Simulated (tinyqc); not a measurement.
Switching kinetics of a ferroelectric film and the memory window of a ferroelectric gate stack: one step, computed by the program tinyqc. Command: `OMP_NUM_THREADS=1 python tinyqc.py 3013896 3013897 out.jsonl feswitch walk`. One thread of a shared host (Intel(R) Xeon(R) Processor @ 2.30GHz), about 0.01 s of CPU time with the checks.

Fields in MV/cm; 1 microcoulomb/cm^2 over eps_0 is 11.29409 MV/cm. In the stack (metal, ferroelectric, interlayer, channel) the channel is taken as a conductor.

Task: Switched share after the pulse. Merz's law: t1 = t_inf exp[(E_a/E)^alpha] at the mean of the fields before and after switching. KAI: switched share = 1 - exp[-(t/t1)^n].

Inputs (values chosen for the exercise, for a model film): coercive field E_c = 1.5 MV/cm; time constant t_inf = 9e-10 s; activation field E_a = 11 MV/cm; Merz exponent alpha = 2; dimension n = 2; pulse length t_p = 6.6e-05 s; breakdown field of the interlayer = 12 MV/cm.

Kinetics: Kolmogorov-Avrami-Ishibashi (KAI).

E_F before switching = 2.907315 MV/cm

E_F after switching = 0.8264015 MV/cm

Give: mean field; switching time t1; switched share.

Result:

mean field = 1.867 MV/cm

switching time t1 = 1.077e+06 s

switched share = 3.753e-21

t_p is 6.1e-11 t1. A field higher by 10 % would shorten t1 by a factor 410. Caution: the interlayer field exceeds its breakdown field, so charge injection would change the fields. Caution: E_F after switching lies below E_c, so switching stalls before P_s and that state is not reached. Caution: the field changes much during switching, so one mean field is a crude stand-in.
